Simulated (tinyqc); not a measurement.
## Slope factor and drain-induced lowering from three currents

Question. With source and body at 0 V, I = A exp((Vg + dd Vd)/(nf Vt)) (1 - exp(-Vd/Vt)). Find nf, the swing nf Vt ln 10 and dd.

Parameters, values chosen for the exercise:
- T = 330 K (temperature)

Constants: q = 1.602176634e-19 C, kB = 1.380649e-23 J/K, Vt = kB T/q. Results are converted to the units shown.

currents at (Vg, Vd) = (0, 0.05), (0, 0.9) and (0.12, 0.9) V (nA/um): 0.72767909  3.3192087  75.605008

Answer. The pair at equal Vd gives nf; the pair at equal Vg, after dividing out the factors 1 - exp(-Vd/Vt), gives dd.

nf = 1.35
swing = 88.4 mV/decade
dd = 0.0600

Program tinyqc, `OMP_NUM_THREADS=1 python tinyqc.py 2242183 2242184 out.jsonl`; Intel Xeon 2.30GHz, shared host, one thread, about 0.03 s.
